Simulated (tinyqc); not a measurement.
Surface Green function of a chain with one s and one p orbital a site, Sancho-Rubio decimation: one step of the calculation.

A semi-infinite lead of cells 0, 1, 2, ... with H0 inside a cell and H1 = <cell i|H|cell i + 1>. H1 = [[-vss, vsp], [-vsp, vpp]]. z = E + i eta.

Problem. Decimation. Start with e_s = e = H0, a = H1, b = H1^dagger. Each round: g = (z - e)^(-1); e_s <- e_s + a g b; e <- e + a g b + b g a; a <- a g a; b <- b g b (all with the old a, b). Round k joins cells 2^k apart.

Inputs (values chosen for the exercise): energy E = -3.5 eV; broadening eta = 0.02 eV.

e_s after round 2 (eV):
```
,s,p
s,-2.5152025-0.0486152i,-0.4297989-0.0474323i
p,-0.4297989-0.0474323i,1.3832451-0.0463080i
```

e after round 2 (eV):
```
,s,p
s,-2.9004049-0.0972304i,0.0000000+0.0000000i
p,0.0000000+0.0000000i,0.9064903-0.0926160i
```

a after round 2 (eV):
```
,s,p
s,0.69657671-0.02902401i,-0.67635571+0.02782235i
p,0.67635571-0.02782235i,-0.65672395+0.02666600i
```

b after round 2 (eV):
```
,s,p
s,0.69657671-0.02902401i,0.67635571-0.02782235i
p,-0.67635571+0.02782235i,-0.65672395+0.02666600i
```

Find: g; e_s after round 3; e after round 3; a after round 3; b after round 3.

Solution.

g (1/eV):
```
,s,p
s,-1.606-0.314i,0.000+0.000i
p,0.000+0.000i,-0.227-0.006i
```

e_s after round 3 (eV):
```
,s,p
s,-3.410-0.130i,-1.298-0.127i
p,-1.298-0.127i,0.540-0.124i
```

e after round 3 (eV):
```
,s,p
s,-4.690-0.260i,0.000+0.000i
p,0.000+0.000i,-0.780-0.248i
```

a after round 3 (eV):
```
,s,p
s,-0.6870-0.0931i,0.6670+0.0907i
p,-0.6670-0.0907i,0.6476+0.0884i
```

b after round 3 (eV):
```
,s,p
s,-0.6870-0.0931i,-0.6670-0.0907i
p,0.6670+0.0907i,0.6476+0.0884i
```

Numbers from tinyqc (`OMP_NUM_THREADS=1 python tinyqc.py 2680040 2680041 out.jsonl`; about 0.05 s on one thread of a shared Intel Xeon 2.30GHz).
